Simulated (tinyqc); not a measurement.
From results back to parameters: defect-molecule model of a vacancy with Jahn-Teller distortion. Four cases, with inputs chosen for the exercise.

Problem. With et the undistorted t2 level, Uc the repulsion of two electrons, I the Jahn-Teller coupling and k the force constant, the levels above Ev are E(2+/+) = et - E_JT, E(+/0) = et - 3 E_JT + Uc, the Stokes shift of the first transition is 2 E_JT, E_JT = 2 I^2/k and the distortion of the + state is 2 I/k. The values below come from hidden parameters.

Find: et, Uc; I; k.

Method. E_JT is half the Stokes shift; et = E(2+/+) + E_JT; Uc = E(+/0) - E(2+/+) + 2 E_JT; with Q the distortion, I = E_JT/Q and k = 2 E_JT/Q^2.

Case 1.

levels (eV): (2+/+) 0.10249, (+/0) 0.05746

Stokes shift = 0.375024 eV
distortion of + = 0.151220 angstrom

Solution.

et, Uc (eV): 0.290  0.330

I = 1.24 eV/angstrom
k = 16.4 eV/angstrom^2

Case 2.

levels (eV): (2+/+) 0.21448, (+/0) 0.11344

Stokes shift = 0.311041 eV
distortion of + = 0.160331 angstrom

Solution.

et, Uc (eV): 0.370  0.210

I = 0.97 eV/angstrom
k = 12.1 eV/angstrom^2

Case 3.

levels (eV): (2+/+) 0.16802, (+/0) 0.11405

Stokes shift = 0.403967 eV
distortion of + = 0.181967 angstrom

Solution.

et, Uc (eV): 0.370  0.350

I = 1.11 eV/angstrom
k = 12.2 eV/angstrom^2

Case 4.

levels (eV): (2+/+) 0.22261, (+/0) 0.14784

Stokes shift = 0.394776 eV
distortion of + = 0.171642 angstrom

Solution.

et, Uc (eV): 0.420  0.320

I = 1.15 eV/angstrom
k = 13.4 eV/angstrom^2

Computed by tinyqc, one run a case: `OMP_NUM_THREADS=1 python tinyqc.py N N+1 out.jsonl` with N = 1480402, 1480458, 1480576, 1480669; one thread of a shared Intel(R) Xeon(R) Processor @ 2.30GHz, about 0.01 s a run at most.
